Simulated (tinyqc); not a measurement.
Ion implantation: universal nuclear stopping, Lindhard-Scharff electronic stopping and a Gaussian range profile: one step, computed by the program tinyqc.

An ion slows by elastic collisions with screened nuclei and by friction with electrons; channelling is ignored and the target is uniform.

Task: Tilt and screen. Depths scale with cos(tilt): R_p cos and dR_p cos (lateral straggle ignored); the screen stops like the target. Fraction in the substrate = (1/2) erfc((d - R_p cos)/(sqrt2 dR_p cos)); peak depth below the screen = R_p cos - d.

Inputs (values chosen for the exercise, modelled on nitrogen ions in silicon): tilt angle = 7 degrees; screen thickness d = 6.5 nm.

Follow-up: tilt and screen oxide.

projected range R_p = 19.86145 nm

straggle dR_p = 6.238507 nm

Give: fraction in the substrate; peak depth below the screen.

Result:

fraction in the substrate = 0.9836

peak depth below the screen = 13.21 nm

1.6 % of the dose does not reach the substrate.
